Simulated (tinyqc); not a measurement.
Bulk resistivity and mean free path from two films.

Problem. In the thick-film limit single-crystal films obey rho = rho0 (1 + 3 (1 - ps) lam/(8 d)). Find rho0, lam and the product rho0 lam.

Values chosen for this exercise:
```
symbol  value  unit                               meaning
ps          0        specular share of surface scattering
```

rho at d = 74 and 250 nm (uohm cm): 2.0111757  1.7780280

Solution. rho is a straight line in 1/d: the intercept is rho0 and the slope (3/8)(1 - ps) rho0 lam. Without ps only the product (1 - ps) lam could be found.

rho0 = 1.68 uohm cm
lam = 38.9 nm
rho0 lam = 65.4 uohm cm nm

tinyqc, about 0.01 s, one thread, Intel Xeon 2.30GHz (shared host): `OMP_NUM_THREADS=1 python tinyqc.py 2100158 2100159 out.jsonl`
